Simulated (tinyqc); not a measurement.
Edge bands of a zigzag ribbon: Kane-Mele model of a buckled honeycomb layer in a normal field.

Sublattices A and B lie at +/-b, so the field gives them the energies +/-D, D = e b Ez (in eV for b in angstrom and Ez in V/angstrom); 2 lam is the gap at zero field. Near the valleys tau = +/-1, for spin sz = +/-1: H = hbar v (tau qx sx + qy sy) + m sz_AB with m = D - tau sz lam, hbar v = (sqrt3/2) a t. On the lattice the spin-orbit term is the second-neighbour hopping i (lam/3 sqrt3) nu sz, nu = +/-1 by the sense of the turn. The filled band of one cone contributes tau sign(m)/2 to the Chern number, in the sense Omega = curl of i<u|grad u>. Rashba terms are left out.

Zigzag ribbon of N chains, sites A1, B1, A2, ...; k in 1/a. Bonds -2t cos(k/2) (A_n to B_n) and -t (B_n to A_(n+1)); diagonal +/-(D + 2 l2 sz sin k) on A and B; A_n to A_(n+1): -2 l2 sz sin(k/2), B_n to B_(n+1): the opposite; l2 = lam/(3 sqrt3).

Parameters, chosen for this exercise (of the size used for silicene; shifted at random, so the results belong to these values and not to a real crystal): a = 3.84 angstrom (lattice constant); t = 1.58 eV (hopping); lam = 0.0054 eV (spin-orbit half gap); b = 0.23 angstrom (half the buckling height); Ez = 0.042 V/angstrom (normal field at the atoms, after screening; 0.01 is 1 MV/cm, and gates reach some 0.05); N = 24 (chains).

The two middle levels for each spin, and the weight of the upper one on the half of the ribbon that holds A1.

Middle levels (meV):
```
k/pi  up, lower  up, upper  up, weight  down, lower  down, upper  down, weight
0.6    -330.648    330.648        0.51     -330.339      330.339          0.50
0.7     -31.921     31.921        0.70      -28.720       28.720          0.57
0.8     -13.325     13.325        1.00       -5.995        5.995          1.00
0.9     -11.587     11.587        1.00       -7.733        7.733          1.00
1.0      -9.660      9.660        1.00       -9.660        9.660          1.00
1.1      -7.733      7.733        1.00      -11.587       11.587          1.00
1.2      -5.995      5.995        1.00      -13.325       13.325          1.00
1.3     -28.720     28.720        0.57      -31.921       31.921          0.70
1.4    -330.339    330.339        0.50     -330.648      330.648          0.51
```

What can be read from this table?

From k/pi = 0.8 to 1.2 the upper level stays on one edge and the spacing of the pair is at least 11.99 meV. D > lam, so the edge bands need not cross: each leaves and rejoins the same bulk band. At k = pi the levels are -9.660 and 9.660 meV, with D = 9.660 meV and lam = 5.4 meV.

Program tinyqc; command `OMP_NUM_THREADS=1 python tinyqc.py 1480355 1480356 out.jsonl`; about 0.03 s on one thread of a shared Intel(R) Xeon(R) Processor @ 2.30GHz.
